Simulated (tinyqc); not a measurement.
Inside a calculation. Method: Hueckel theory of the pi electrons with the omega technique, for the molecule [CH2]C([CH2])=C(N)C=O (SMILES; centres numbered as the heavy atoms are written). Computed by tinyqc, a small Python program that keeps every step. Settings: charge = 0, omega = 1.4, damping = 0. Command: `OMP_NUM_THREADS=1 python tinyqc.py 31876 31877 out.jsonl` (the two numbers bound the seeds that draw the settings). One thread of a shared host (Intel(R) Xeon(R) Processor @ 2.60GHz), about 0.01 s of CPU time with the checks.

## The Hueckel matrix

Centres:
```
centre  z_r, pi electrons of the neutral centre         h
1C                                            1  0.000000
2C                                            1  0.000000
3C                                            1  0.000000
4C                                            1  0.000000
5N                                            2  1.500000
6C                                            1  0.000000
7O                                            1  1.000000
```

Bonds:
```
i  j         k
1  2         1
2  3         1
2  4         1
4  5  0.800000
4  6         1
6  7         1
```

H_rr = alpha + h_r beta, H_rs = k_rs beta for bonded centres.

Hueckel matrix in units of beta (H = alpha + beta A), order 1C, 2C, 3C, 4C, 5N, 6C, 7O:
$$\begin{pmatrix}
0.000000 & 1.000000 & 0.000000 & 0.000000 & 0.000000 & 0.000000 & 0.000000 \\
1.000000 & 0.000000 & 1.000000 & 1.000000 & 0.000000 & 0.000000 & 0.000000 \\
0.000000 & 1.000000 & 0.000000 & 0.000000 & 0.000000 & 0.000000 & 0.000000 \\
0.000000 & 1.000000 & 0.000000 & 0.000000 & 0.800000 & 1.000000 & 0.000000 \\
0.000000 & 0.000000 & 0.000000 & 0.800000 & 1.500000 & 0.000000 & 0.000000 \\
0.000000 & 0.000000 & 0.000000 & 1.000000 & 0.000000 & 0.000000 & 1.000000 \\
0.000000 & 0.000000 & 0.000000 & 0.000000 & 0.000000 & 1.000000 & 1.000000
\end{pmatrix}$$

## Orbitals, round 1

pi electrons, sum of z_r less the charge = 8

Diagonalise; E = alpha + x beta with beta < 0, so the largest x are filled first; degenerate levels share their electrons. P = sum n_i c_ri c_si; each orbital has its largest coefficient positive (the first on a tie).

x values: [2.257596, 1.587637, 1.447916, 0.166834, 0.000000, -1.028538, -1.931446]

occupations: [2.000000, 2.000000, 2.000000, 2.000000, 0.000000, 0.000000, 0.000000]

coefficients, order 1C, 2C, 3C, 4C, 5N, 6C, 7O:
$$\begin{pmatrix}
0.169762 & -0.096008 & -0.395549 & -0.284015 & 0.707107 & 0.356221 & -0.312964 \\
0.383255 & -0.152426 & -0.572721 & -0.047383 & 0.000000 & -0.366387 & 0.604473 \\
0.169762 & -0.096008 & -0.395549 & -0.284015 & -0.707107 & 0.356221 & -0.312964 \\
0.525710 & -0.049981 & -0.038155 & 0.560125 & 0.000000 & -0.335600 & -0.541579 \\
0.555135 & -0.456254 & 0.586060 & -0.336117 & 0.000000 & 0.106180 & 0.126263 \\
0.359477 & 0.438077 & 0.048627 & 0.409725 & 0.000000 & 0.626620 & 0.340548 \\
0.285845 & 0.745489 & 0.108564 & -0.491769 & 0.000000 & -0.308902 & -0.116171
\end{pmatrix}$$

charge and bond-order matrix P, order 1C, 2C, 3C, 4C, 5N, 6C, 7O:
$$\begin{pmatrix}
0.550320 & 0.639386 & 0.550320 & -0.099895 & 0.003384 & -0.233272 & 0.147360 \\
0.639386 & 1.000746 & 0.639386 & 0.408822 & -0.074839 & 0.047466 & -0.085911 \\
0.550320 & 0.639386 & 0.550320 & -0.099895 & 0.003384 & -0.233272 & 0.147360 \\
-0.099895 & 0.408822 & -0.099895 & 1.188129 & 0.208030 & 0.789454 & -0.333166 \\
0.003384 & -0.074839 & 0.003384 & 0.208030 & 1.945567 & -0.219066 & 0.094934 \\
-0.233272 & 0.047466 & -0.233272 & 0.789454 & -0.219066 & 0.982750 & 0.466252 \\
0.147360 & -0.085911 & 0.147360 & -0.333166 & 0.094934 & 0.466252 & 1.782168
\end{pmatrix}$$

## Omega technique, round 1

h_r = h_r(0) + omega q_r, omega = 1.4, with q_r = z_r - P_rr.

matrix after round 1, order 1C, 2C, 3C, 4C, 5N, 6C, 7O:
$$\begin{pmatrix}
0.629552 & 1.000000 & 0.000000 & 0.000000 & 0.000000 & 0.000000 & 0.000000 \\
1.000000 & -0.001044 & 1.000000 & 1.000000 & 0.000000 & 0.000000 & 0.000000 \\
0.000000 & 1.000000 & 0.629552 & 0.000000 & 0.000000 & 0.000000 & 0.000000 \\
0.000000 & 1.000000 & 0.000000 & -0.263381 & 0.800000 & 1.000000 & 0.000000 \\
0.000000 & 0.000000 & 0.000000 & 0.800000 & 1.576206 & 0.000000 & 0.000000 \\
0.000000 & 0.000000 & 0.000000 & 1.000000 & 0.000000 & 0.024150 & 1.000000 \\
0.000000 & 0.000000 & 0.000000 & 0.000000 & 0.000000 & 1.000000 & -0.095035
\end{pmatrix}$$

## Orbitals, round 2

As before.

x values: [2.244603, 1.685472, 1.141549, 0.629552, -0.154986, -1.079307, -1.966883]

occupations: [2.000000, 2.000000, 2.000000, 2.000000, 0.000000, 0.000000, 0.000000]

coefficients, order 1C, 2C, 3C, 4C, 5N, 6C, 7O:
$$\begin{pmatrix}
0.288435 & -0.415576 & -0.147774 & 0.707107 & 0.308274 & -0.294540 & 0.201191 \\
0.465838 & -0.438815 & -0.075660 & 0.000000 & -0.241853 & 0.503328 & -0.522380 \\
0.288435 & -0.415576 & -0.147774 & -0.707107 & 0.308274 & -0.294540 & 0.201191 \\
0.469237 & 0.091083 & 0.209100 & 0.000000 & -0.579317 & 0.046361 & 0.624533 \\
0.561626 & 0.666870 & -0.384855 & 0.000000 & 0.267708 & -0.013967 & -0.141014 \\
0.261699 & 0.082826 & 0.677315 & 0.000000 & -0.035108 & -0.529981 & -0.428701 \\
0.111855 & 0.046518 & 0.547731 & 0.000000 & 0.585606 & 0.538450 & 0.229026
\end{pmatrix}$$

charge and bond-order matrix P, order 1C, 2C, 3C, 4C, 5N, 6C, 7O:
$$\begin{pmatrix}
1.555471 & 0.655811 & -0.444529 & 0.133186 & -0.116540 & -0.118054 & -0.136019 \\
0.655811 & 0.830575 & 0.655811 & 0.325598 & -0.003775 & 0.068637 & -0.019496 \\
-0.444529 & 0.655811 & 1.555471 & 0.133186 & -0.116540 & -0.118054 & -0.136019 \\
0.133186 & 0.325598 & 0.133186 & 0.544404 & 0.487606 & 0.543939 & 0.342508 \\
-0.116540 & -0.003775 & -0.116540 & 0.487606 & 1.816505 & -0.116913 & -0.233910 \\
-0.118054 & 0.068637 & -0.118054 & 0.543939 & -0.116913 & 1.068205 & 0.808223 \\
-0.136019 & -0.019496 & -0.136019 & 0.342508 & -0.233910 & 0.808223 & 0.629369
\end{pmatrix}$$

## Omega technique, round 2

As before.

matrix after round 2, order 1C, 2C, 3C, 4C, 5N, 6C, 7O:
$$\begin{pmatrix}
-0.777659 & 1.000000 & 0.000000 & 0.000000 & 0.000000 & 0.000000 & 0.000000 \\
1.000000 & 0.237194 & 1.000000 & 1.000000 & 0.000000 & 0.000000 & 0.000000 \\
0.000000 & 1.000000 & -0.777659 & 0.000000 & 0.000000 & 0.000000 & 0.000000 \\
0.000000 & 1.000000 & 0.000000 & 0.637834 & 0.800000 & 1.000000 & 0.000000 \\
0.000000 & 0.000000 & 0.000000 & 0.800000 & 1.756893 & 0.000000 & 0.000000 \\
0.000000 & 0.000000 & 0.000000 & 1.000000 & 0.000000 & -0.095487 & 1.000000 \\
0.000000 & 0.000000 & 0.000000 & 0.000000 & 0.000000 & 1.000000 & 1.518883
\end{pmatrix}$$

## Convergence

Each round sets h_r = h_r(0) + omega (z_r - P_rr), keeping the share named as damping of the old diagonal; repeat until output and input diagonals agree to 1e-6.

Rounds:
```
round    sum n x  largest |h(out) - h(in)|
1      10.919967                  1.10e+00
2      11.402352                  1.61e+00
3      12.666710                  1.68e+00
4      12.020634                  1.83e+00
5      13.120329                  1.90e+00
6      12.272585                  1.95e+00
7      13.301552                  1.97e+00
8      12.364459                  1.98e+00
9      13.367187                  1.98e+00
10     12.396297                  1.99e+00
11     13.390733                  1.99e+00
12     12.407425                  1.99e+00
13     13.399325                  1.99e+00
14     12.411417                  1.99e+00
15     13.402529                  1.99e+00
16     12.412889                  1.99e+00
17     13.403750                  1.99e+00
18     12.413446                  1.99e+00
19     13.404222                  1.99e+00
20     12.413660                  1.99e+00
21     13.404408                  1.99e+00
22     12.413744                  1.99e+00
23     13.404481                  1.99e+00
24     12.413777                  1.99e+00
25     13.404511                  1.99e+00
26     12.413791                  1.99e+00
27     13.404522                  1.99e+00
28     12.413796                  1.99e+00
29     13.404527                  1.99e+00
30     12.413798                  1.99e+00
31     13.404529                  1.99e+00
32     12.413799                  1.99e+00
33     13.404530                  1.99e+00
34     12.413799                  1.99e+00
35     13.404530                  1.99e+00
36     12.413799                  1.99e+00
37     13.404530                  1.99e+00
38     12.413799                  1.99e+00
39     13.404530                  1.99e+00
40     12.413799                  1.99e+00
```

Not converged within 40 rounds: the residual has stopped falling: the iteration swings between two states. Reruns: damping 0.5: not converged; damping 0.8: not converged.
